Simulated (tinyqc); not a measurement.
Hueckel theory of the pi electrons with the omega technique, for the molecule [CH2+]c1ccccc1 (SMILES; centres numbered as the heavy atoms are written), step by step. Computed by tinyqc, a small Python program that keeps every step. Settings: charge = 1, omega = 1.4, damping = 0. Command: `OMP_NUM_THREADS=1 python tinyqc.py 22799 22800 out.jsonl` (the two numbers bound the seeds that draw the settings). One thread of a shared host (Intel(R) Xeon(R) Processor @ 2.60GHz), about 0.01 s of CPU time with the checks.

## The Hueckel matrix

Centres:
```
centre  z_r, pi electrons of the neutral centre         h
1C                                            1  0.000000
2C                                            1  0.000000
3C                                            1  0.000000
4C                                            1  0.000000
5C                                            1  0.000000
6C                                            1  0.000000
7C                                            1  0.000000
```

Bonds:
```
i  j  k
1  2  1
2  3  1
3  4  1
4  5  1
5  6  1
6  7  1
7  2  1
```

H_rr = alpha + h_r beta, H_rs = k_rs beta for bonded centres.

Hueckel matrix in units of beta (H = alpha + beta A), lower triangle:
```
          1C        2C        3C        4C        5C        6C        7C
1C  0.000000
2C  1.000000  0.000000
3C  0.000000  1.000000  0.000000
4C  0.000000  0.000000  1.000000  0.000000
5C  0.000000  0.000000  0.000000  1.000000  0.000000
6C  0.000000  0.000000  0.000000  0.000000  1.000000  0.000000
7C  0.000000  1.000000  0.000000  0.000000  0.000000  1.000000  0.000000
```

## Orbitals, round 1

pi electrons, sum of z_r less the charge = 6

Diagonalise; E = alpha + x beta with beta < 0, so the largest x are filled first; degenerate levels share their electrons. P = sum n_i c_ri c_si; each orbital has its largest coefficient positive (the first on a tie).

x values: 2.101003  1.259280  1.000000  0.000000  -1.000000  -1.259280  -2.101003

occupations: 2.000000  2.000000  2.000000  0.000000  0.000000  0.000000  0.000000

coefficients:
```
         MO1        MO2        MO3        MO4        MO5        MO6        MO7
1C  0.237982  -0.397052   0.000000   0.755929   0.000000  -0.397052  -0.237982
2C  0.500000  -0.500000   0.000000   0.000000   0.000000   0.500000   0.500000
3C  0.406260  -0.116294   0.500000  -0.377964   0.500000  -0.116294  -0.406260
4C  0.353553   0.353553   0.500000   0.000000  -0.500000  -0.353553   0.353553
5C  0.336557   0.561517   0.000000   0.377964   0.000000   0.561517  -0.336557
6C  0.353553   0.353553  -0.500000   0.000000   0.500000  -0.353553   0.353553
7C  0.406260  -0.116294  -0.500000  -0.377964  -0.500000  -0.116294  -0.406260
```

charge and bond-order matrix P, lower triangle:
```
           1C         2C         3C         4C        5C        6C        7C
1C   0.428571
2C   0.635034   1.000000
3C   0.285714   0.522554   0.857143
4C  -0.112480   0.000000   0.705037   1.000000
5C  -0.285714  -0.224960   0.142857   0.635034  0.857143
6C  -0.112480   0.000000  -0.294963   0.000000  0.635034  1.000000
7C   0.285714   0.522554  -0.142857  -0.294963  0.142857  0.705037  0.857143
```

## Omega technique, round 1

h_r = h_r(0) + omega q_r, omega = 1.4, with q_r = z_r - P_rr.

matrix after round 1, lower triangle:
```
          1C        2C        3C        4C        5C        6C        7C
1C  0.800000
2C  1.000000  0.000000
3C  0.000000  1.000000  0.200000
4C  0.000000  0.000000  1.000000  0.000000
5C  0.000000  0.000000  0.000000  1.000000  0.200000
6C  0.000000  0.000000  0.000000  0.000000  1.000000  0.000000
7C  0.000000  1.000000  0.000000  0.000000  0.000000  1.000000  0.200000
```

## Orbitals, round 2

As before.

x values: 2.255296  1.500261  1.104988  0.518258  -0.904988  -1.095268  -1.978547

occupations: 2.000000  2.000000  2.000000  0.000000  0.000000  0.000000  0.000000

coefficients:
```
         MO1        MO2        MO3        MO4        MO5        MO6        MO7
1C  0.352327  -0.539461   0.000000   0.682658   0.000000  -0.295289  -0.177847
2C  0.512740  -0.377764   0.000000  -0.192334   0.000000   0.559652   0.494155
3C  0.402027  -0.013642   0.524286  -0.391168  -0.474472  -0.158840  -0.399932
4C  0.313545   0.360026   0.474472   0.067841   0.524286  -0.353911   0.377115
5C  0.305109   0.553775   0.000000   0.426328   0.000000   0.546468  -0.346207
6C  0.313545   0.360026  -0.474472   0.067841  -0.524286  -0.353911   0.377115
7C  0.402027  -0.013642  -0.524286  -0.391168   0.474472  -0.158840  -0.399932
```

charge and bond-order matrix P, lower triangle:
```
           1C         2C         3C         4C        5C        6C        7C
1C   0.830305
2C   0.768882   0.811216
3C   0.298008   0.422577   0.873376
4C  -0.167500   0.049524   0.739803   0.906106
5C  -0.382484  -0.105509   0.230215   0.590077  0.799516
6C  -0.167500   0.049524  -0.255235   0.005610  0.590077  0.906106
7C   0.298008   0.422577  -0.226128  -0.255235  0.230215  0.739803  0.873376
```

## Omega technique, round 2

As before.

matrix after round 2, lower triangle:
```
          1C        2C        3C        4C        5C        6C        7C
1C  0.237573
2C  1.000000  0.264298
3C  0.000000  1.000000  0.177274
4C  0.000000  0.000000  1.000000  0.131452
5C  0.000000  0.000000  0.000000  1.000000  0.280678
6C  0.000000  0.000000  0.000000  0.000000  1.000000  0.131452
7C  0.000000  1.000000  0.000000  0.000000  0.000000  1.000000  0.177274
```

## Convergence

Each round sets h_r = h_r(0) + omega (z_r - P_rr), keeping the share named as damping of the old diagonal; repeat until output and input diagonals agree to 1e-6.

Rounds:
```
round    sum n x  largest |h(out) - h(in)|
1       8.720566                  8.00e-01
2       9.721091                  5.62e-01
3       9.898627                  5.60e-01
4       9.732713                  5.83e-01
5       9.907127                  6.09e-01
6       9.744871                  6.54e-01
7       9.930798                  6.91e-01
8       9.763662                  7.49e-01
9       9.968312                  7.92e-01
10      9.792352                  8.56e-01
11     10.018427                  9.00e-01
12      9.832127                  9.63e-01
13     10.077479                  1.00e+00
14      9.881604                  1.06e+00
15     10.139967                  1.09e+00
16      9.937279                  1.13e+00
17     10.200643                  1.16e+00
18      9.994762                  1.19e+00
19     10.255923                  1.20e+00
20     10.049905                  1.22e+00
21     10.303896                  1.24e+00
22     10.099486                  1.25e+00
23     10.343817                  1.26e+00
24     10.141580                  1.26e+00
25     10.375769                  1.27e+00
26     10.175585                  1.27e+00
27     10.400461                  1.28e+00
28     10.201954                  1.28e+00
29     10.418980                  1.28e+00
30     10.221747                  1.29e+00
31     10.432541                  1.29e+00
32     10.236243                  1.29e+00
33     10.442293                  1.29e+00
34     10.246667                  1.29e+00
35     10.449212                  1.29e+00
36     10.254065                  1.29e+00
37     10.454075                  1.29e+00
38     10.259267                  1.29e+00
39     10.457470                  1.29e+00
40     10.262900                  1.29e+00
```

Not converged within 40 rounds: the residual has stopped falling: the iteration swings between two states. Reruns: damping 0.5: converged in 19; damping 0.8: not converged.
